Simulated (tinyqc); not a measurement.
The solidus: solid solubility of a dopant against its melt (retrograde solidus), clustering and the electrically active fraction. Computed by tinyqc, a small Python program. Command: `OMP_NUM_THREADS=1 python tinyqc.py 3002056 3002057 out.jsonl retro walk`. One thread of a shared host (Intel(R) Xeon(R) Processor @ 2.30GHz), about 0.01 s of CPU time with the checks.

Inputs (values chosen for the exercise, for a model dopant):
```
quantity                                   value    unit
melting point of the host T_m               1687       K
heat of melting of the host H_f             50.2  kJ/mol
interaction L of the melt                    8.4  kJ/mol
enthalpy of transfer from melt to solid H  0.463      eV
entropy of transfer S                      -2.76     k_B
site density N0                            5e+22  1/cm^3
```

Constants: R = 8.314462618 J/(mol K); k_B = 8.617333262e-05 eV/K; e = 1.602176634e-19 C; N_A = 6.02214076e+23 1/mol.

Method. x_l and x_s are atom fractions of the dopant in melt and solid; the solid is dilute. Liquidus of the host: R T ln(1 - x_l) + L x_l^2 = -H_f (1 - T/T_m). Distribution: k = x_s/x_l = exp[L (1 - x_l)^2/(R T)] exp(S/k_B - H/(k_B T)), the first factor being the activity coefficient in the melt. Solubility = x_s N0; at T_m x_l = 0. The largest x_s N0 between 900 K and T_m. For an ideal melt with constant heats the maximum has x_l = H_f/(H + H_f), H in the same units.

largest solubility = 4.91726e+19 1/cm^3

temperature of the maximum = 1448.58 K

Against temperature:
```
T (K)      x_l          k  solubility (1/cm^3)  over the maximum
1000   0.96672  0.0002940           1.4213e+19           0.28904
1100   0.93347  0.0004806           2.2433e+19           0.45622
1200   0.87766  0.0007283           3.1960e+19           0.64995
1300   0.78709  0.0010513           4.1372e+19           0.84136
1400   0.64408  0.0014939           4.8109e+19           0.97838
1500   0.43727  0.0021795           4.7652e+19           0.96908
1580   0.24472  0.0030403           3.7201e+19           0.75653
1640   0.10341  0.0039228           2.0283e+19           0.41248
1675   0.02570  0.0045386           5.8326e+18           0.11862
```

Between the first rows the Arrhenius energy of the solubility is 0.43 eV, against H = 0.463 eV; it shrinks to zero at 1449 K and turns negative beyond. A crystal saturated at the maximum precipitates dopant-rich liquid on cooling and on heating alike. Below a eutectic or compound temperature another phase would set the limit.

Extremes, crossings and ranges named in words are read from the listed rows.
